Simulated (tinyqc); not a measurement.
Inside a calculation. Method: tight binding, kagome lattice. One step of it, computed by the program tinyqc.

Problem. Levels at k. Diagonalise the Hermitian matrix.

H(k) at k (eV):
```
                     A                    B                    C
A             0.000000  -2.231637-0.648350i  -1.058347-1.200459i
B  -2.231637+0.648350i             0.000000  -1.725193-1.094841i
C  -1.058347+1.200459i  -1.725193+1.094841i             0.320000
```

Give: eigenvalues; weights |c|^2 of the basis functions.

Solution.

eigenvalues (eV): -3.902  1.767  2.455

weights |c|^2 of the basis functions:
```
   band 1  band 2  band 3
A   0.341   0.415   0.244
B   0.386   0.001   0.613
C   0.273   0.584   0.143
```
